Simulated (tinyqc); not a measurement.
Inside a calculation: polar nitride quantum well with polarisation fields. Values are carried at full precision from step to step, so a last printed digit may differ when a step is redone from the rounded ones.

Growth along [0001]. e_par = (a_sub - a)/a, Ppz = 2 e_par (e31 - e33 C13/C33), P = Psp + Ppz in each layer; strain relaxation and the strain shift of the gaps are left out, although thick layers with more than about 1 % mismatch would relax.

Constants: hbar^2/2m0 = 3.80998211 eV angstrom^2; hc = 1239.841984 eV nm.

Parameters, chosen for this exercise (near those of an InGaN well in GaN; not measured data):
```
symbol  value    unit      meaning
a_w     3.25     angstrom  lattice constant a, well
a_b     3.189    angstrom  lattice constant a, barrier
a_sub   3.189    angstrom  in-plane lattice constant of the stack
Psp_w   -0.0308  C/m^2     spontaneous polarisation
Psp_b   -0.0352  C/m^2     spontaneous polarisation
e31_w   -0.356   C/m^2
e31_b   -0.335   C/m^2
e33_w   0.663    C/m^2
e33_b   0.658    C/m^2
C_w     0.287              C13/C33
C_b     0.265              C13/C33
Lw      45       angstrom  well width
Lb      115      angstrom  barrier width
eps_w   11.1               dielectric constant
eps_b   10.1               dielectric constant
Eg      2.775    eV        gap of the well
Vc      0.452    eV        conduction offset
Vv      0.213    eV        valence offset
me      0.178    m0        electron, well
meb     0.2      m0        electron, barrier
mh      1.65     m0        hole, everywhere
```

## Strain and polarisation

Give strain and polarisation of well and barrier; the bound sheet charge is |P_w - P_b|/e with e = 1.602176634e-19 C.

Layers:
```
layer       e_par  Ppz (C/m^2)  P (C/m^2)
well     -0.01877      0.02051   -0.01029
barrier   0.00000      0.00000   -0.03520
```

sheet charge = 1.555 x 1e13/cm^2

Of P_w - P_b = +0.0249 C/m^2 the piezoelectric part gives +0.0205 and the spontaneous part +0.0044.

## Built-in fields

In a periodic stack without free charge the potential drop over a period vanishes: F_w = (P_b - P_w) Lb/(eps0 (eps_w Lb + eps_b Lw)), F_b = -F_w Lw/Lb, eps0 = 8.8541878e-12 F/m; 1 MV/cm = 1e8 V/m = 0.01 V/angstrom.

Give both fields and the drop |F_w| Lw across the well.

F_w = -1.869 MV/cm
F_b = 0.731 MV/cm
drop = 0.841 eV

## Levels with and without the field

Envelope functions on cells of 0.25 angstrom over barrier, well, barrier (widths Lb, Lw, Lb), psi = 0 beyond, psi'/m continuous (mean mass between points), c = hbar^2/2m0. With u(z) the integral of e F (F_w in the well, F_b = -F_w Lw/Lb in the barriers, 1 MV/cm = 0.01 V/angstrom), zero at the centre of the well, the electron sees u plus Vc in the barriers and the hole -u plus Vv. The transition is Eg + E_e + E_h; excitons are left out.

Ground states of electron and hole, their centres, the squared overlap, the transition and its wavelength hc/E.

Results:
```
case            E_e (eV)  E_h (eV)  <z>_e  <z>_h  overlap^2  E (eV)     nm
no field          0.0590    0.0085    0.0    0.0      0.978  2.8425  436.2
built-in field   -0.1069   -0.2697   14.9  -18.9    0.00310  2.3983  517.0
```

The field shifts the line by -444 meV, below the gap of the well material, pulls the carriers 33.9 angstrom apart and, with the rate proportional to overlap^2, lengthens the radiative lifetime by a factor 316.

## Estimate from two triangular wells

For a strong field: E = Eg - |e F_w| Lw + a0 (c (e F_w)^2)^(1/3) (me^(-1/3) + mh^(-1/3)), a0 = 2.338107, hard walls, c = hbar^2/2m0, 1 MV/cm = 0.01 V/angstrom.

electron term = 0.4572 eV
hole term = 0.2176 eV
E = 2.6088 eV

Both terms lie below the drop across the well, but the estimate also takes the near wall as infinitely high. Against the grid result 2.3983 eV the estimate errs by +210 meV: +144 from the electron and +67 from the hole, since hard walls stand in for offsets of 0.452 and 0.213 eV into which the carriers leak.

## Checks

- Electron level without field against the matching condition of the square well, eV: both 0.059.

tinyqc: `OMP_NUM_THREADS=1 python tinyqc.py 1282113 1282114 out.jsonl`; about 0.09 s, one thread, shared Intel(R) Xeon(R) Processor @ 2.30GHz.
